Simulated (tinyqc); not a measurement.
Worked calculation: finite-size error of a charged defect in a periodic cell: Madelung and Makov-Payne terms. Computed by tinyqc, a small Python program that keeps every step. Command: `OMP_NUM_THREADS=1 python tinyqc.py 3001548 3001549 out.jsonl imagecharge walk`. One thread of a shared host (Intel(R) Xeon(R) Processor @ 2.30GHz), about 0.06 s of CPU time with the checks. Intermediate numbers are printed to about 5 digits and carried at full precision; extremes and crossings named in words are read from the listed rows.

L is the cube root of the cell volume. The defect charge is a Gaussian, rho(r) = q (2 pi sigma^2)^(-3/2) exp(-r^2/2 sigma^2), repeated periodically in a uniform neutralising background and screened by a continuum. The model cell energy is E(L) = E_0 + [periodic - isolated electrostatic energy].

Inputs (values chosen for the exercise, with screening close to that of silicon): charge q = 3 e; cell length L = 18.9 angstrom; dielectric constant eps = 12.1; width sigma of the defect charge = 1.1 angstrom; formation energy of the isolated defect E_0 = 5.783 eV.

Supercell lattice: bcc. Screening: isotropic.

scatter added to the six cells, standing for numerical noise (meV): [-0.15, -0.26, 0.37, -1.5, 2.5, 1.2]

Constants: e^2/(4 pi eps_0) = 14.39964548 eV angstrom.

## The cell

Cell vectors: (-1,1,1), (1,-1,1), (1,1,-1), scaled to volume L^3.

cell vectors (rows) (angstrom):
```
[[-11.906, 11.906, 11.906],
 [11.906, -11.906, 11.906],
 [11.906, 11.906, -11.906]]
```

nearest image = 20.622 angstrom

## Madelung energy

Ewald sum for a unit point charge: scale each Cartesian component of the cell by 1/sqrt(eps_i), giving R', G' and V'; E = [ (1/2) sum erfc(eta R')/R' + (2 pi/V') sum exp(-G'^2/4 eta^2)/G'^2 - eta/sqrt(pi) - pi/(2 V' eta^2) ] e^2/(4 pi eps_0) / sqrt(eps_x eps_y eps_z), over n_i = -6..6, omitting n = (0,0,0), eta = 2/V'^(1/3). alpha = -2 E eps_g L/(e^2/(4 pi eps_0)), eps_g = (eps_x eps_y eps_z)^(1/3).

terms for a unit charge (eV): real space 0.000523, reciprocal 0.004316, self -0.071049, background -0.024727

Madelung constant alpha = 2.8885

point-charge correction -q^2 E = 0.81843 eV

## Energy of the smeared charge in the cell

Periodic energy of the Gaussian: (2 pi q^2/V) sum_(G != 0) exp(-sigma^2 G^2)/(G.eps.G) x e^2/(4 pi eps_0), n_i = -k..k with k = max(9, L/sigma rounded up). Isolated energy: q^2/(2 sqrt(pi) sigma) <1/(n.eps.n)> e^2/(4 pi eps_0), the mean over directions n, here 1/eps.

periodic energy = 1.9403 eV

isolated energy = 2.7467 eV

finite-size error = -0.80637 eV

E(L) = 4.9766 eV

## Makov-Payne correction

Second radial moment Q = q <r^2> = 3 q sigma^2; E(corrected) = E(L) + q^2 alpha e^2/(4 pi eps_0)/(2 eps L) - 2 pi q Q e^2/(4 pi eps_0)/(3 eps L^3). Errors left are the corrected energies less E_0.

Q = 10.89 e angstrom^2

third-order term = -0.012061 eV

error left after the first term = 0.012061 eV

error left after both terms = 0 eV

third-order over first-order term, in size = 0.014737

The point-charge term alone overcorrects by 0.0121 eV, 1 % of itself; both terms together are exact to 1e-7 eV, since the clouds do not overlap.

## A series of cells

Cells of the same shape with L scaled by 0.7, 0.85, 1, 1.25, 1.5 and 2; the scatter is added to E(L). The point-charge correction scales as 1/L from its value at the input L.

Scaling data:
```
L (angstrom)  1/L (1/angstrom)  E(L) (eV)  E(L) + point-charge correction (eV)
13.230                0.075586     4.6488                               5.8180
16.065                0.062247     4.8395                               5.8024
18.900                0.052910     4.9770                               5.7954
23.625                0.042328     5.1329                               5.7877
28.350                0.035273     5.2435                               5.7891
37.800                0.026455     5.3765                               5.7857
```

## Ways to reach the isolated limit

Least-squares fits of E(L) to a + b/L, a + c/L^3 or a + b/L + c/L^3; the estimate is a, and errors are against E_0.

Estimates of E_0:
```
way                              estimate (eV)  error (meV)
largest cell, uncorrected               5.3765      -406.51
largest cell, point-charge term         5.7857         2.71
1/L fit, three smallest                 5.7412       -41.81
1/L fit, all six                        5.7649       -18.10
1/L^3 fit, all six                      5.3014      -481.59
1/L and 1/L^3, three smallest           5.7936        10.58
1/L and 1/L^3, all six                  5.7874         4.43
corrected data, 1/L^3 fit               5.7839         0.89
```

coefficient b of the full fit = -15.582 eV angstrom

Best here: corrected data, 1/L^3 fit (+0.9 meV); worst: 1/L^3 fit, all six (-482 meV). The fitted b is 100.7 % of the Madelung value -q^2 alpha e^2/(8 pi eps_0 eps_g), so such a fit also measures the screening. The three-term fit to three small cells has no spare point and magnifies the scatter. A pure 1/L fit lands below E_0, because the positive 1/L^3 term flattens the small-cell points.

Checks made by the program: the same sum with another eta (relative difference below 1e-10); both terms against the exact model when the clouds do not overlap (relative difference below 1e-10).
